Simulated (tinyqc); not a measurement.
Thickness series: Landau-Devonshire theory of a uniaxial ferroelectric. Computed by tinyqc, a small Python program. Command: `OMP_NUM_THREADS=1 python tinyqc.py 3015977 3015978 out.jsonl ferro walk`. One thread of a shared host (Intel(R) Xeon(R) Processor @ 2.30GHz), about 0.01 s of CPU time with the checks.

G(P) = (alpha/2) P^2 + (beta*/4) P^4 + (gamma/6) P^6 - E P per volume, SI units, one domain, P along the polar axis, which is normal to the film.

Inputs (values chosen for the exercise, modelled on lead titanate): alpha_0 = 792000 J m/(C^2 K); Curie-Weiss temperature T0 = 752 K; beta = -2.84e+08 J m^5/C^4; gamma = 1.54e+09 J m^9/C^6; temperature T = 573 K; misfit strain u_m = -0.0023; electrostriction Q12 = -0.026 m^4/C^2; compliance s11 + s12 = 5.5e-12 m^2/N; film thickness d = 8.9 nm; screening length lambda = 0.011 nm; background permittivity eps_b = 10; series capacitance C_d = 1.6 microfarad/cm^2.

Sample: epitaxial film.

Constants: eps_0 = 8.8541878128e-12 F/m.

Method:
- alpha = alpha_0 (T - T0*), with clamping: T0* = T0 + 4 Q12 u_m/(alpha_0 (s11 + s12)), beta* = beta + 4 Q12^2/(s11 + s12).
- Ps^2 = [-beta* + sqrt(beta*^2 - 4 alpha gamma)]/(2 gamma).
- chi = 1/(eps_0 G''), G'' = alpha + 3 beta* P^2 + 5 gamma P^4 at Ps. Ps, chi and the coercive field are for perfect screening, without a depolarising field. The intrinsic coercive field is |alpha P + beta* P^3 + gamma P^5| at the P_c where G'' = 0. 1 C/m^2 = 100 microcoulomb/cm^2.
- Between shorted electrodes with screening length lambda each, the depolarising field is -k P, k = 2 lambda/(eps_0 (d + 2 lambda eps_b)), so alpha turns into alpha + k.
- The polar state is the lowest uniform state while alpha + k < 0 (beta* > 0) or < 3 beta*^2/(16 gamma) (beta* < 0); setting the equality gives the critical thickness d_c.
- Domains are left out, though they can pre-empt both the loss of P and the state at P = 0. The second and third columns are for the shorted capacitor, polar only where it is the lowest uniform state: alpha + k < 0 (beta* > 0) or < 3 beta*^2/(16 gamma) (beta* < 0). The last column is another circuit, the film in series with C_d at P = 0: 1/C = (alpha d)/(1 + alpha eps_0 eps_b) + 1/C_d, and P = 0 is locally stable while 1/C > 0; a dash marks the rest.

alpha = -1.85259e+08 J m/C^2

beta* = 2.07636e+08 J m^5/C^4

critical thickness d_c = 13.1920 nm

spontaneous polarisation Ps = 53.4712 microcoulomb/cm^2

Against thickness:
```
d (nm)  P (microcoulomb/cm^2)  depolarising field (MV/m)  C of the stack / C_d
1                       0.000                      0.000                1.0030
2                       0.000                      0.000                1.0061
3                       0.000                      0.000                1.0091
5                       0.000                      0.000                1.0153
8                       0.000                      0.000                1.0247
15                     26.424                     43.139                1.0473
30                     44.709                     36.760                1.0994
60                     49.570                     20.453                1.2207
150                    51.998                      8.601                1.8249
```

What does the comparison show, and why?

The polar state appears between 8 and 15 nm (d_c = 13.2 nm), and at 150 nm P is 97.2 % of Ps. The stack exceeds C_d wherever it is stable, up to 1.82 times: the ferroelectric held at P = 0 acts as a negative capacitance.

Extremes, crossings and ranges named in words are read from the listed rows.
